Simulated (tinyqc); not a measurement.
Inside a calculation: deformation-potential model of the L valleys of a conduction band. Values are carried at full precision from step to step, so a last printed digit may differ when a step is redone from the rounded ones.

s11 = (C11 + C12)/((C11 - C12)(C11 + 2 C12)), s12 = -C12/((C11 - C12)(C11 + 2 C12)), s44 = 1/C44; exx = s11 sxx + s12 (syy + szz) and cyclic, exy = s44 sxy/2; tension is positive. A uniaxial stress X along the unit vector n is s_ij = X n_i n_j.

Constants: kB = 8.617333262e-05 eV/K; hbar^2/2m0 = 3.80998211 eV angstrom^2.

Parameters, chosen for this exercise (near those of Ge; shifted at random, so the results belong to these values and not to a real crystal): C11 = 129 GPa; C12 = 49.5 GPa; C44 = 68.2 GPa; load = uniaxial [111] (kind of stress); X = 1.84 GPa (stress); Xd = -7.01 eV (dilation potential); Xu = 17.04 eV (uniaxial potential); T = 400 K (temperature); ml = 1.604 m0 (longitudinal mass); mt = 0.085 m0 (transverse mass).

## Strain from a uniaxial [111] stress

Form the compliances and the strain.

s11, s12, s44 (1/TPa): 9.8477  -2.7309  14.6628

strain tensor:
```
          x         y         z
x  0.002690  0.004497  0.004497
y  0.004497  0.002690  0.004497
z  0.004497  0.004497  0.002690
```

## Valley shifts

Valleys with axes along [111], [1-1-1], [-11-1] and [-1-11], one whole valley each. Herring-Vogt shift of a valley with unit axis a: dE = Xd tr(e) + Xu a.e.a. Non-degenerate shares n_i = exp(-dE_i/kT)/sum_j exp(-dE_j/kT). Inverse mass tensor of a valley: (1 - a a)/mt + a a/ml; the masses are taken as independent of strain.

Apply the Herring-Vogt formula to each valley.

Xd tr(e) = -56.57 meV

a.e.a: [111] 0.011683, [1-1-1] -0.000308, [-11-1] -0.000308, [-1-11] -0.000308

shifts dE (meV): [111] 142.51, [1-1-1] -61.81, [-11-1] -61.81, [-1-11] -61.81

The lowest valleys are [1-1-1], [-11-1] and [-1-11], 204.3 meV below the highest; the mean shift over all valleys is (Xd + Xu/3) tr(e) = -10.73 meV.

## Shares of the electrons

Boltzmann factors of the shifts.

kT = 34.469 meV

shares: [111] 0.0009, [1-1-1] 0.3330, [-11-1] 0.3330, [-1-11] 0.3330

effective number of valley axes, 1/(largest share) = 3.003

## Conductivity mass tensor

With one scattering time for all valleys the conductivity goes as M = sum_i n_i (inverse mass tensor of valley i); along the unit vector u, 1/m_c = u.M.u. Without stress 1/m_c = (1/ml + 2/mt)/3. Take u along [110].

M (1/m0):
```
       x      y      z
x  8.051  1.234  1.234
y  1.234  8.051  1.234
z  1.234  1.234  8.051
```

m_c along [110] = 0.1077 m0
m_c without stress = 0.1242 m0

The repopulation alone changes the mobility along [110] by +15.3 %; with all electrons in the valleys lightest or heaviest along this direction it would change by +46 or -46 %.

## Effective density of states

Each of the 4 whole valleys has m_d = (ml mt^2)^(1/3) and N = 2 (m_d kT/(4 pi c))^(3/2), c = hbar^2/2m0. Counted from the lowest edge, Nc = N x sum_i exp(-(dE_i - dE_min)/kT). 1 angstrom^-3 = 1e24 cm^-3.

m_d = 0.2263 m0
N of one valley = 4.159e+18 cm^-3
Nc under stress = 1.249e+19 cm^-3
Nc without stress = 1.664e+19 cm^-3

## Piezoresistance from repopulation

For small stress d(rho)/rho = pi X. For valleys on the <111> axes pi11 = pi12 = 0 and pi44 = -Xu s44/(3 kT) x (K - 1)/(2K + 1), K = ml/mt. For stress along [110]: pi_l = (pi11 + pi12 + pi44)/2 with the current along it and pi_t = (pi11 + pi12 - pi44)/2 with the current along [1-10]. 1/GPa = 100 x 1e-11/Pa.

K = 18.871

pi11, pi12, pi44 (1e-11/Pa): 0.0  0.0  -111.5

pi_l, pi_t for [110] (1e-11/Pa): -55.7  55.7

Only the transfer between valleys is counted; changes of mass and of intervalley scattering add to it in a real crystal.

## Checks

- Conductivity mass at zero stress against 3/(1/ml + 2/mt): both 0.1242089.
- Piezoresistance coefficients by finite differences against the closed form: largest difference 2.0e-09.

Computed by tinyqc, a small Python program: `OMP_NUM_THREADS=1 python tinyqc.py 1081299 1081300 out.jsonl` (the numbers bound the seed that draws the inputs); one thread of a shared host (Intel(R) Xeon(R) Processor @ 2.30GHz), about 0.04 s for the whole set of steps.
